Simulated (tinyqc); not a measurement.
Keating valence-force model of a tetrahedral crystal: one step, computed by the program tinyqc.

Atom A sits at 0 and atom B at a/4 (1,1,1) of an fcc lattice; the four bonds from A are t = a/4 (1,1,1), a/4 (1,-1,-1), a/4 (-1,1,-1), a/4 (-1,-1,1), of length d = sqrt(3) a/4. Energy: E = (3 alpha/(8 d^2)) sum over bonds (r.r - d^2)^2 + (3 beta/(8 d^2)) sum over pairs of bonds at one atom (r_i.r_j + d^2/3)^2, with beta_A for the six pairs at A and beta_B for the six at B. The cell holds two atoms, Omega = a^3/4. 1 N/m = 1 J/m^2. With constants fitted to the elastic moduli this model puts optical and zone-boundary frequencies of real crystals too high, by up to about 20 % in elemental crystals and up to about 50 % in compounds, and mostly by more for TA modes; in compounds the lattice part of the static dielectric constant then comes out too low.

Problem. LO-TO splitting. The long-range field adds 4 pi Z*^2 (e^2/(4 pi eps_0))/(eps_inf Omega mu) to lambda for the longitudinal mode at q -> 0; lambda = (nu/15.6333042 THz)^2; eps_0 = eps_inf (nu_LO/nu_TO)^2 (Lyddane-Sachs-Teller; here eps_0 is the static dielectric constant).

Inputs (values chosen for the exercise, modelled on gallium arsenide): lattice constant a = 5.653 angstrom; Born charge Z* = 2.17 e; eps_inf = 11.1.

Structure: zinc blende.

nu_TO at G = 9.365214 THz

reduced mass mu = 36.11326 u

Constants: nu for 1 eV/(angstrom^2 u) = 15.6333042 THz; e^2/(4 pi eps_0) = 14.39964548 eV angstrom.

Give: nu_LO at G; static dielectric constant.

Solution.

nu_LO at G = 9.960 THz

static dielectric constant = 12.56

The splitting is 6.4 % of nu_TO, and the lattice adds 1.46 to the dielectric constant.
